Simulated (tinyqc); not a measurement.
# Probe couplings from its potential

Inverse problem. One voltage probe p sits between leads L (mu = 1) and R (mu = 0) without magnetic field: mu_p = T_pL/(T_pL + T_pR), T_eff = T_RL + T_pL T_pR/(T_pL + T_pR). Find T_pL and T_pR.

T_RL = 0.11
mu_p = 0.31428571
T_eff = 0.18542857

Answer. T_eff - T_RL equals T_pL (1 - mu_p) and also T_pR mu_p.

T_pL = 0.1100
T_pR = 0.2400

Computed by the program tinyqc: `OMP_NUM_THREADS=1 python tinyqc.py 2700135 2700136 out.jsonl`, one thread of a shared Intel Xeon 2.30GHz, about 0.01 s for the whole run.
